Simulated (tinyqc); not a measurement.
Strained alloy layer of GaSb and GaAs on (001) InP, model-solid band line-up: gaps, strain and offsets against composition.

The layer is x parts of the first compound and 1 - x of the second, grown coherently on the third as substrate and barrier. Rows of the table: lattice constant a, average valence level Ea on an absolute scale, spin-orbit splitting so, gaps at Gamma, X and L, hydrostatic deformation potentials av and ac (Gamma), shear potential b, elastic constants, electron and heavy-hole (along z) masses. All are interpolated linearly in x; gaps get -C x (1 - x), taken wholly in the conduction band; real line-ups can differ from this model by 0.1 eV or more.

In-plane strain e = (a_substrate - a)/a, e_z = -2 (c12/c11) e, volume change 2 e + e_z. With v = 2 e + e_z and d = 2 b (e_z - e): Eav = Ea + av v; E_hh = Eav + so/3 - d/2; E_lh = Eav - so/6 + d/4 + sqrt(so^2 + so d + 9 d^2/4)/2; E_c = Ea + so/3 + EG + ac v (Gamma). Substrate: E_v = Ea + so/3, E_c = E_v + EG. Well depths: dEc = E_c(substrate) - E_c, dEhh = E_hh - E_v(substrate), dElh likewise; strained Gamma gap E_c - max(E_hh, E_lh); positive values confine carriers in the layer. Matthews-Blakeslee for 60-degree dislocations in a single layer: hc = k (ln(hc/bv) + 1), k = bv (1 - nu/4)/(4 pi |e| (1 + nu)), nu = c12/(c11 + c12), bv = a/sqrt(2); the larger root. The valence offset is the larger of dEhh and dElh; a dash marks |e| under 0.02 % or no root.

Parameters, values chosen for the exercise: bowing of the Gamma gap CG = 1.43 eV; bowing of the X gap CX = 1.2 eV; bowing of the L gap CL = 1.2 eV.

Binary compounds, values chosen for the exercise:
```
,close to GaSb,close to GaAs,close to InP
a (angstrom),6.096,5.653,5.869
Ea (eV),-6.25,-6.92,-7.04
so (eV),0.749,0.337,0.11
EG (eV),0.717,1.44,1.35
EX (eV),1.05,1.91,2.22
EL (eV),0.808,1.7,1.95
av (eV),0.79,1.17,1.28
ac (eV),-6.8,-7.25,-5.02
b (eV),-1.99,-1.71,-1.7
c11 (GPa),89.4,119,102
c12 (GPa),40.1,53.3,56.5
me (m0),0.0385,0.0672,0.0799
mh (m0),0.248,0.352,0.534
```

Gaps, strain and offsets against composition:
```
x,e (%),relaxed Gamma gap (eV),lower of X and L gaps (eV),strained Gamma gap (eV),E_hh - E_lh (meV),dEc (eV),valence offset (eV),hc (nm)
0.25,1.8261,0.99113,1.2520,0.74923,-137.97,0.10526,0.49551,4.16
0.31,1.3586,0.90999,1.1668,0.73303,-100.83,0.10071,0.51626,6.31
0.38,0.81871,0.82835,1.0783,0.72388,-59.428,0.083167,0.54295,12.4
0.44,0.36047,0.76953,1.0118,0.72436,-25.653,0.057636,0.56800,35.0
0.5,-0.093625,0.72100,0.95400,0.72599,6.5292,0.022408,0.60161,175
0.56,-0.54363,0.68277,0.90480,0.71125,37.144,-0.022525,0.66128,21.2
0.62,-0.98960,0.65483,0.86424,0.70581,66.251,-0.077169,0.72136,9.88
0.69,-1.5049,0.63525,0.82784,0.71123,98.416,-0.15321,0.79197,5.64
0.75,-1.9423,0.62962,0.80600,0.72599,124.56,-0.22892,0.85293,3.95
```

Read the table: what changes, and by how much?

The relaxed Gamma gap falls from 0.991 to 0.630 eV and the strained one moves up and down between 0.706 and 0.749 eV. The lattice matches the substrate at x = 0.488; the heavy hole is on top where the layer is compressed (e < 0) and the light hole where it is stretched. dEc falls from 0.105 to -0.229 eV and the valence offset rises from 0.496 to 0.853 eV. At the largest strain listed, -1.94 %, strain changes the gap by 96.4 meV.

tinyqc, about 0.01 s, one thread, Intel Xeon 2.30GHz (shared host): `OMP_NUM_THREADS=1 python tinyqc.py 2690013 2690014 out.jsonl`
